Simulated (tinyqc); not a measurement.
Inside a calculation. Method: tight binding, dimerised chain. One step of it, computed by the program tinyqc.

Question. Bloch Hamiltonian at k. H_AA = +delta, H_BB = -delta, H_AB = -t1 - t2 exp(-i k a).

Parameters chosen for this model:
```
parameter     value                      unit
t1         2.170000       eV, inside the cell
t2         1.710000         eV, between cells
delta      0.210000  eV, +/- on the two sites
```

k point k (2 pi / a): 0.130000

Give: H(k) at k.

Answer.

H(k) at k (eV):
```
                 A                B
A           0.2100  -3.3406+1.2465i
B  -3.3406-1.2465i          -0.2100
```
